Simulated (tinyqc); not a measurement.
Junction field-effect transistor with two gates, gradual channel with velocity saturation: one step of the calculation.

A uniformly doped n-type channel, depleted from both sides by p+ gates; at channel potential V the depleted share of a is u = sqrt((Vbi - Vg + V)/Vp), s at the source. Electrons drift with v = mu E/(1 + mu E/vsat). Abrupt depletion edge, no series resistance, source at 0.

Question. The saturation point by Newton steps. a is the channel (half-)thickness, Vp its pinch-off voltage and Z = mu Vp/(vsat L); an iterate with u > 1 is an overshoot, not a physical state. f = (1 - u)(1 + Z (u^2 - s^2)) - Z F/3, F = 3 (u^2 - s^2) - 2 (u^3 - s^3); f' = -(1 + Z (u^2 - s^2)); u(new) = u - f/f'.

u at the start = 1
Z = 13.715542
s = 0.63795175

Find: f; f'; u after iteration 1.

Answer.

f = -1.364
f' = -9.134
u after iteration 1 = 0.8507

Program tinyqc, `OMP_NUM_THREADS=1 python tinyqc.py 2500148 2500149 out.jsonl`; Intel Xeon 2.30GHz, shared host, one thread, about 0.1 s.
